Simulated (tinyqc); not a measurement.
Inside a calculation. Model: resistance of a source-drain extension with a graded tip.

Program tinyqc, `OMP_NUM_THREADS=1 python tinyqc.py 2282243 2282244 out.jsonl`; Intel Xeon 2.30GHz, shared host, one thread, about 0.03 s. Printed values are rounded.

y runs along the channel, the gate covers y > 0. The doping is N0 for y < y0 and N0 10^(-(y - y0)/la) beyond, uniform over the depth xj. Sheet conductance s(y) = q mu(N) max(N - Nch, 0) xj + (for y > 0) ma Cox Vo, with mu(N) = u0 + (u1 - u0)/(1 + (N/Nr)^au) and Cox = eps0 eox/tox. Current is taken as one-dimensional; depletion of the tip, spreading and the contact are left out. The metallurgical junction lies at yj, where N = Nch.

Values chosen for this exercise; mobility law close to that of holes in silicon:

| symbol | value | unit | meaning |
|---|---|---|---|
| eox | 3.9 |  | relative permittivity of the gate insulator (close to silicon dioxide) |
| tox | 3 | nm | insulator thickness |
| N0 | 2.8e20 | cm^-3 | active doping of the extension far from the gate |
| la | 5.8 | nm/decade | lateral abruptness |
| y0 | -0.2 | nm | position under the gate where the fall begins (gate edge at 0) |
| xj | 9 | nm | depth of the extension |
| Nch | 8.2e17 | cm^-3 | channel doping |
| Vo | 0.84 | V | gate overdrive |
| ma | 76 | cm^2/(V s) | mobility of the gate-induced layer |
| u1 | 470.5 | cm^2/(V s) | mobility at low doping |
| u0 | 44.9 | cm^2/(V s) | mobility at high doping |
| Nr | 2.23e17 | cm^-3 | reference doping |
| au | 0.719 |  | exponent |
| Lg | 50 | nm | gate length |

Constants: q = 1.602176634e-19 C, eps0 = 8.8541878128e-14 F/cm where lengths are in cm. Results are converted to the units shown.

## Sheet resistances and junction position

yj = y0 + la log10(N0/Nch); sheet resistance of the full extension 1/[q mu(N0)(N0 - Nch) xj] and of the gate-induced layer 1/(ma Cox Vo); metallurgical length Lg - 2 yj; ye is where the doped and the gate-induced conductances are equal.

yj = 14.49340 nm
sheet resistance of the extension = 524.0371 ohm/square
sheet resistance of the induced layer = 13608.65 ohm/square
metallurgical length = 21.01321 nm
ye = 8.921368 nm
N at ye = 7.490458e18 cm^-3

The gate takes over 5.57 nm before the junction, where N is still 9.13 times the channel doping.

## Resistance of the overlapped part

Midpoint rule on 8 equal steps from 0 to yj: R_ov = sum h/s(y), per width.

```
point	y (nm)	N (cm^-3)	doped conductance (uS)	sheet resistance (ohm/square)
0	0.9058373	1.805080e20	1252.082	754.3956
1	2.717512	8.793034e19	635.7253	1410.024
2	4.529186	4.283326e19	329.5180	2481.385
3	6.340861	2.086524e19	175.1149	4022.566
4	8.152535	1.016402e19	95.07710	5932.613
5	9.964210	4.951172e18	51.38278	8008.620
6	11.77588	2.411850e18	25.24471	10128.90
7	13.58756	1.174878e18	7.359053	12369.85
```

R_ov = 81.722 ohm um

The exact integral is 81.890 ohm um; the coarse sum is 0.21 % below it.
